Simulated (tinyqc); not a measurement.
# Semiconductor laser, carrier and photon rate equations: several studies

Carrier density N and photon density S in one mode: dN/dt = F1 = eta I/(q V) - (A N + B N^2 + C N^3) - vg g S; dS/dt = F2 = G vg g S + G be B N^2 - S/tp, with g = g0 ln(N/Ntr)/(1 + ec S). Output power P = Fo Eph S V/(G tp). No heating, no carrier transport.

Parameters, values chosen for the exercise:
- V = 6e-11 cm^3 (active volume)
- G = 0.049 (confinement factor)
- vg = 8.04e9 cm/s (group velocity)
- g0 = 1400 1/cm (gain coefficient)
- Ntr = 1.3e18 cm^-3 (transparency density)
- ec = 9.2e-18 cm^3 (gain compression)
- tp = 2.6 ps (photon lifetime)
- A = 3.9e7 1/s (defect recombination coefficient)
- B = 7.8e-11 cm^3/s (radiative coefficient)
- C = 1.6e-29 cm^6/s (Auger coefficient)
- be = 1.6e-5 (share of spontaneous emission into the mode)
- eta = 0.87 (injection efficiency)
- Fo = 0.55 (share of cavity losses that is output)
- Eph = 1.46 eV (photon energy)
- I = 22 mA (drive current)

Constants: q = 1.602176634e-19 C. Results are converted to the units shown.

Each table varies one quantity; the others keep the values above.

## Effect of the Auger coefficient on threshold and bandwidth

gth = 1/(G vg tp), Nth = Ntr exp(gth/g0), Ith = q V (A Nth + B Nth^2 + C Nth^3)/eta. N and S are the steady state (F1 = F2 = 0, S > 0). Jacobian, with a = g0/(N (1 + ec S)) and d = g/(1 + ec S): J11 = -(A + 2 B N + 3 C N^2) - vg a S, J12 = -vg d, J21 = G vg a S + 2 G be B N, J22 = G vg d - 1/tp. wR^2 = det J, gamma = -trace J, fR = wR/(2 pi); the response wR^2/(wR^2 - w^2 + i gamma w) falls to 1/sqrt(2) at w^2 = x + sqrt(x^2 + wR^4), x = wR^2 - gamma^2/2 (f3dB = w/(2 pi)).

Effect of the Auger coefficient on threshold and bandwidth:

| C (cm^6/s) | Ith (mA) | P (mW) | fR (GHz) | gamma (1/ns) | f3dB (GHz) |
|---|---|---|---|---|---|
| 1.6e-30 | 7.3151 | 10.249 | 2.6632 | 1.8069 | 4.1295 |
| 3.1e-30 | 7.6101 | 10.042 | 2.6364 | 1.8110 | 4.0878 |
| 5.9e-30 | 8.1607 | 9.6567 | 2.5856 | 1.8187 | 4.0086 |
| 1.1e-29 | 9.1637 | 8.9548 | 2.4904 | 1.8328 | 3.8601 |
| 2.2e-29 | 11.327 | 7.4422 | 2.2713 | 1.8633 | 3.5185 |
| 4.2e-29 | 15.260 | 4.6956 | 1.8056 | 1.9194 | 2.7913 |

What does the comparison show?

As C goes from 1.6e-30 to 4.2e-29 cm^6/s, Ith rises from 7.32 to 15.3 mA, fR falls from 2.66 to 1.81 GHz, gamma rises from 1.81 to 1.92 1/ns and f3dB falls from 4.13 to 2.79 GHz.

## Effect of the confinement factor on threshold and bandwidth

Same model as above.

Effect of the confinement factor on threshold and bandwidth:

| G | Ith (mA) | P (mW) | fR (GHz) | gamma (1/ns) | f3dB (GHz) |
|---|---|---|---|---|---|
| 0.042 | 13.14 | 6.179 | 1.809 | 1.559 | 2.801 |
| 0.054 | 8.811 | 9.201 | 2.737 | 2.071 | 4.241 |
| 0.069 | 6.557 | 10.78 | 3.584 | 2.794 | 5.554 |
| 0.089 | 5.190 | 11.73 | 4.488 | 3.819 | 6.950 |
| 0.11 | 4.462 | 12.24 | 5.284 | 4.930 | 8.177 |
| 0.15 | 3.770 | 12.73 | 6.550 | 7.087 | 10.12 |

Read the table: what changes, and by how much?

As G goes from 0.042 to 0.15, Ith falls from 13.1 to 3.77 mA, fR rises from 1.81 to 6.55 GHz, gamma rises from 1.56 to 7.09 1/ns and f3dB rises from 2.80 to 10.1 GHz.

## Effect of the gain coefficient on threshold and bandwidth

Same model as above.

Effect of the gain coefficient on threshold and bandwidth:

| g0 (1/cm) | Ith (mA) | P (mW) | fR (GHz) | gamma (1/ns) | f3dB (GHz) |
|---|---|---|---|---|---|
| 1200 | 13.136 | 6.1771 | 1.8084 | 1.6107 | 2.7999 |
| 1500 | 9.1647 | 8.9546 | 2.6384 | 1.9652 | 4.0893 |
| 2000 | 6.4591 | 10.849 | 3.6360 | 2.5755 | 5.6369 |
| 2500 | 5.2619 | 11.688 | 4.4299 | 3.2122 | 6.8669 |
| 3300 | 4.3286 | 12.342 | 5.4831 | 4.2639 | 8.4965 |
| 4200 | 3.8055 | 12.708 | 6.4790 | 5.4736 | 10.035 |

What does the table show?

As g0 goes from 1200 to 4200 1/cm, Ith falls from 13.1 to 3.81 mA, fR rises from 1.81 to 6.48 GHz, gamma rises from 1.61 to 5.47 1/ns and f3dB rises from 2.80 to 10.0 GHz.

Numbers from tinyqc (`OMP_NUM_THREADS=1 python tinyqc.py 2840045 2840046 out.jsonl`; about 0.01 s on one thread of a shared Intel Xeon 2.30GHz).
